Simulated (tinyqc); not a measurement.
## Trapped share and trap depth from dynamic on-resistance

Inverse problem. Traps remove the share ft of the electrons in the drain access (length Ld, sheet resistance Rsh before stress), so Ron grows by Rsh Ld ft/(1 - ft). The recovery time goes as T^(-2) exp(q Ea/(kB T)). Find ft and Ea.

Parameters, values chosen for the exercise:
- Ld = 16 um (drain access length)

Constants: q = 1.602176634e-19 C, kB = 1.380649e-23 J/K. Results are converted to the units shown.

Ron before and just after an off-state stress (ohm mm): [6.4630665, 8.3565075]
Rsh = 355.02018 ohm
recovery times at 320 and 390 K (s): [0.0036, 6.9239584e-6]

Solution. The rise of Ron over Rsh Ld is ft/(1 - ft); ln(t T^2) is linear in 1/T.

ft = 0.250
Ea = 0.900 eV

Computed by the program tinyqc: `OMP_NUM_THREADS=1 python tinyqc.py 2570065 2570066 out.jsonl`, one thread of a shared Intel Xeon 2.30GHz, about 0.01 s for the whole run.
